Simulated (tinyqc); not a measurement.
Raising U: Hubbard chain of 4 sites, mean field against exact. Computed by the program tinyqc. Command: `OMP_NUM_THREADS=1 python tinyqc.py 112379 112380 out.jsonl`; one thread of a shared host (Intel(R) Xeon(R) Processor @ 2.60GHz), about 8 s.

one-body matrix (hopping and site energies) (eV):
```
,1,2,3,4
1,0.0000,-1.4600,0.0000,0.0000
2,-1.4600,0.0000,-1.4600,0.0000
3,0.0000,-1.4600,0.0000,-1.4600
4,0.0000,0.0000,-1.4600,0.0000
```

electrons, up and down: 2  1

Collinear unrestricted mean field (the lowest of 40 random starts) against exact diagonalisation.

Exact and mean-field results (eV):
```
U,U/t,E exact,E mean field,mean |n_up - n_down|,"double occupancy, exact",first gap in the sector
0.7300,0.5000,-5.282551,-5.265306,0.2500,0.1110,1.4381
1.4600,1.0000,-4.978460,-4.910924,0.2500,0.0974,1.3811
2.9200,2.0000,-4.481522,-4.235224,0.2500,0.0736,1.2206
4.3800,3.0000,-4.108853,-3.646767,0.3772,0.0550,1.0559
5.8400,4.0000,-3.829776,-3.199340,0.4977,0.0414,0.9128
8.7600,6.0000,-3.455152,-2.656225,0.6262,0.0246,0.7001
11.6800,8.0000,-3.223778,-2.448546,0.7278,0.0159,0.5595
17.5200,12.0000,-2.961441,-2.318297,0.7408,0.0079,0.3937
29.2000,20.0000,-2.731325,-2.216433,0.7468,0.0031,0.2443
```

In absolute terms mean field is worst at U/t = 6.0, 0.799 eV too high: at small U it is nearly exact, and at large U it still misses the motion of the hole through a fluctuating spin background. Relative to the exact energy its error is 0.3 % at the smallest U, 24 % at most and 19 % at the largest. The double occupancy falls from 0.111 to 0.003.
